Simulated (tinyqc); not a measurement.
Inside a calculation. Method: CCSD on RHF in the sto-6g basis, frozen core, for BeH2, spin multiplicity 1. One step of it, computed by the program tinyqc.

Problem. CCSD: starting amplitudes. t_ij^ab = <ij||ab> / (e_i + e_j - e_a - e_b), whose energy is MP2.

orbital energies (hartree): MO1 -4.587089, MO2 -0.475178, MO3 -0.442684, MO4 0.205837, MO5 0.205837, MO6 0.504106, MO7 1.065644

Two-electron integrals over orbitals (pq|rs), unique and non-zero (hartree); the lowest 1 orbital is frozen and left out:
```
(22|22) 0.414594    (32|22) -0.030654   (32|32) 0.162156    (33|22) 0.417777
(33|32) 0.025711    (33|33) 0.449926    (42|42) 0.049798    (43|42) 0.002795
(43|43) 0.015771    (44|22) 0.375543    (44|32) -0.000255   (44|33) 0.364675
(44|44) 0.450117    (52|52) 0.049798    (53|52) 0.002795    (53|53) 0.015771
(54|54) 0.024258    (55|22) 0.375543    (55|32) -0.000255   (55|33) 0.364675
(55|44) 0.401601    (55|55) 0.450117    (62|22) -0.031035   (62|32) 0.009200
(62|33) -0.049742   (62|44) 0.045850    (62|55) 0.045850    (62|62) 0.076051
(63|22) 0.014698    (63|32) -0.094291   (63|33) -0.020627   (63|44) 0.006146
(63|55) 0.006146    (63|62) 0.002141    (63|63) 0.082738    (64|42) 0.047450
(64|43) 0.004373    (64|64) 0.051679    (65|52) 0.047450    (65|53) 0.004373
(65|65) 0.051679    (66|22) 0.405453    (66|32) 0.003613    (66|33) 0.417407
(66|44) 0.374432    (66|55) 0.374432    (66|62) -0.036849   (66|63) -0.006562
(66|66) 0.419662    (72|22) 0.010878    (72|32) -0.047526   (72|33) -0.004033
(72|44) -0.004391   (72|55) -0.004391   (72|62) -0.011718   (72|63) 0.060666
(72|66) 0.001959    (72|72) 0.058200    (73|22) -0.010380   (73|32) -0.000506
(73|33) -0.024841   (73|44) 0.053391    (73|55) 0.053391    (73|62) 0.070602
(73|63) 0.011571    (73|66) -0.029098   (73|72) -0.004061   (73|73) 0.080410
(74|42) -0.002223   (74|43) 0.013743    (74|64) -0.000747   (74|74) 0.016174
(75|52) -0.002223   (75|53) 0.013743    (75|65) -0.000747   (75|75) 0.016174
(76|22) -0.025005   (76|32) 0.142459    (76|33) 0.025341    (76|44) -0.000284
(76|55) -0.000284   (76|62) 0.007255    (76|63) -0.096425   (76|66) 0.005254
(76|72) -0.060027   (76|73) -0.002512   (76|76) 0.142848    (77|22) 0.442214
(77|32) -0.007329   (77|33) 0.459266    (77|44) 0.396182    (77|55) 0.396182
(77|62) -0.045344   (77|63) 0.000417    (77|66) 0.447711    (77|72) 0.006616
(77|73) -0.020084   (77|76) -0.004462   (77|77) 0.505189
```

Give: Starting amplitudes; correlation energy.

Solution.

Starting amplitudes (spin orbitals 1a, 1b, ...; amplitudes related by a flip of all spins are not repeated):

| from | to | t |
|---|---|---|
| 3a 3b | 6a 6b | -0.0437 |
| 2a 2b | 6a 6b | -0.0388 |
| 2a 2b | 5a 5b | -0.0366 |
| 2a 2b | 4a 4b | -0.0366 |
| 2a 3b | 6a 7b | -0.0284 |
| 3a 3b | 7a 7b | -0.0267 |
| 2a 3b | 6b 7a | 0.0244 |
| 2a 2b | 7a 7b | -0.0189 |
| 3a 3b | 5a 5b | -0.0122 |
| 3a 3b | 4a 4b | -0.0122 |
| 3a 3b | 6a 7b | -0.0047 |
| 2a 2b | 6a 7b | 0.0046 |
| 2a 3a | 6a 7a | -0.0040 |
| 2a 3b | 5a 5b | -0.0021 |
| 2a 3b | 4a 4b | -0.0021 |
| 2a 3b | 7a 7b | 0.0013 |
| 2a 3b | 6a 6b | -0.0011 |

correlation energy = -0.021139 hartree
